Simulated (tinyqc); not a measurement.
# Pillar capacitor in an array: capacitance, non-linearity, leakage and relaxation: what changes with what

A film between two metal electrodes, each interface adding a series capacitance ci. The small-signal permittivity is ek (1 + aq E^2); the field is found with the linear permittivity. Leakage J = J0 sinh(E/Ef). After a voltage step the film passes a relaxation current kr C V tt^(-nr), tt being the time in seconds. The sidewall is a coaxial capacitor with radii a = dm/2 and b = dm/2 + t, depth AR dm; the end face is left out.

Values chosen for this exercise; permittivity of the order of that of strontium titanate:

| symbol | value | unit | meaning |
|---|---|---|---|
| ek | 144 |  | relative permittivity of the film |
| t | 27 | nm | film thickness |
| ci | 1000 | uF/cm^2 | capacitance of each electrode interface (dead layer and screening) |
| aq | -0.059 | cm^2/MV^2 | quadratic field coefficient of the permittivity |
| V | 2.2 | V | bias |
| nr | 0.93 |  | exponent of the relaxation current |
| kr | 0.00015 |  | strength of the relaxation |
| J0 | 1.2e-10 | A/cm^2 | leakage prefactor |
| Ef | 0.32 | MV/cm | field for an e-fold rise of the leakage |
| AR | 70 |  | aspect ratio, depth over diameter |
| pt | 390 | nm | pitch of the square array |
| rho | 190 | uohm cm | resistivity of the inner electrode |
| t0 | 1e-8 | s | duration of the write pulse |

Constants: eps0 = 8.8541878128e-14 F/cm where lengths are in cm. Results are converted to the units shown.

Each table varies one quantity; the others keep the values above.

## Capacitance, non-linearity and leakage against thickness

Planar film: Cf = eps0 ek/t, 1/C = 1/Cf + 2/ci, EOT = 3.9 eps0/C, effective permittivity C t/eps0, E = (V/t) C/Cf; quadratic coefficient [C(V)/C - 1]/V^2 with Cf (1 + aq E^2) in C(V).

Capacitance, non-linearity and leakage against thickness:
```
t (nm),C (uF/cm^2),EOT (nm),effective permittivity,E (MV/cm),quadratic coefficient (ppm/V^2),J (A/cm^2)
11,11.33,0.3048,140.7,1.955,-4.575e4,2.698e-8
14,8.944,0.3861,141.4,1.543,-2.859e4,7.459e-9
17,7.389,0.4673,141.9,1.275,-1.955e4,3.224e-9
21,5.999,0.5757,142.3,1.035,-1.291e4,1.521e-9
26,4.856,0.7111,142.6,0.8379,-8479,8.186e-10
32,3.953,0.8736,142.9,0.6821,-5627,4.985e-10
39,3.248,1.063,143.1,0.5604,-3804,3.353e-10
49,2.589,1.334,143.3,0.4467,-2419,2.274e-10
60,2.116,1.632,143.4,0.3651,-1618,1.686e-10
```

What does the comparison show?

C falls from 11.3 to 2.12 uF/cm^2 while the effective permittivity goes from 141 to 143 (ek = 144). EOT is a straight line in t with slope 3.9/ek = 0.0271 and intercept 0.00691 nm. The quadratic coefficient goes as t^(-1.95) between the first two rows and t^(-1.99) between the last two (-2 without interfaces), and J falls by 2.20 decades.

## Cell against the diameter of the pillar

Per length 1/c = ln(b/a)/(2 pi eps0 ek) + (1/a + 1/b)/(2 pi ci); cell capacitance c AR dm; per footprint over pt^2; fields c V/(2 pi eps0 ek r) at r = a and b; resistance of the inner electrode rho AR dm/(pi a^2); time constant R C/3 of the distributed line. The pitch is scaled as pt dm/(200 nm).

Cell against the diameter of the pillar:
```
dm (nm),cell capacitance (fF),per footprint (uF/cm^2),field at a (MV/cm),field at b (MV/cm),R (kohm),R C/3 (ps)
70,67.97,364.8,1.088,0.6145,2.419,54.81
94,115.0,342.3,1.021,0.6486,1.801,69.06
130,207.8,323.4,0.9650,0.6818,1.303,90.25
170,342.3,311.5,0.9294,0.7053,0.9961,113.7
230,605.8,301.2,0.8986,0.7277,0.7363,148.7
300,1007,294.2,0.8778,0.7439,0.5645,189.4
400,1755,288.4,0.8605,0.7582,0.4234,247.6
540,3147,283.9,0.8469,0.7699,0.3136,329.0
```

What does the comparison show?

As dm goes from 70 to 540, the cell capacitance rises from 68.0 to 3150 fF, the capacitance per footprint falls from 365 to 284 uF/cm^2, the ratio of the two fields falls from 1.77 to 1.10 and R C/3 rises from 54.8 to 329 ps; the time constant goes as dm^(0.78) between the first two rows and dm^(0.95) between the last two.

## Charge lost after writing

Planar film: Cf = eps0 ek/t, 1/C = 1/Cf + 2/ci, EOT = 3.9 eps0/C, effective permittivity C t/eps0, E = (V/t) C/Cf. A capacitor written for t0 and then left open loses, as a share of C V, kr (tt^(1 - nr) - t0^(1 - nr))/(1 - nr) by relaxation and J tt/(C V) by leakage; both are taken as small, and rows far outside that range are left out.

The same in every row: leakage current (nA/cm^2) = 0.7427.

Charge lost after writing:
```
tt (s),relaxation current (nA/cm^2),loss by relaxation (%),loss by leakage (%),total loss (%)
1e-6,5.869e5,0.02245,7.217e-9,0.02245
1e-5,6.896e4,0.03670,7.217e-8,0.03670
0.0001,8102,0.05344,7.217e-7,0.05344
0.001,951.9,0.07311,7.217e-6,0.07312
0.01,111.8,0.09622,7.217e-5,0.09629
0.1,13.14,0.1234,7.217e-4,0.1241
1,1.544,0.1553,0.007217,0.1625
10,0.1814,0.1927,0.07217,0.2649
100,0.02131,0.2368,0.7217,0.9585
1000,0.002504,0.2885,7.217,7.505
```

The two currents are equal at tt = 2.20 s. The loss by relaxation grows from 0.0224 to 0.289 %, by 0.0142 points over the first decade and 0.0517 over the last, while the loss by leakage grows tenfold a decade. Leakage is the larger loss for tt = 100, 1000 s. For tt = 1000 the falling voltage would already cut the leakage, so the linear estimate overstates the loss.

Program tinyqc, `OMP_NUM_THREADS=1 python tinyqc.py 2102194 2102195 out.jsonl`; Intel Xeon 2.30GHz, shared host, one thread, about 0.01 s.
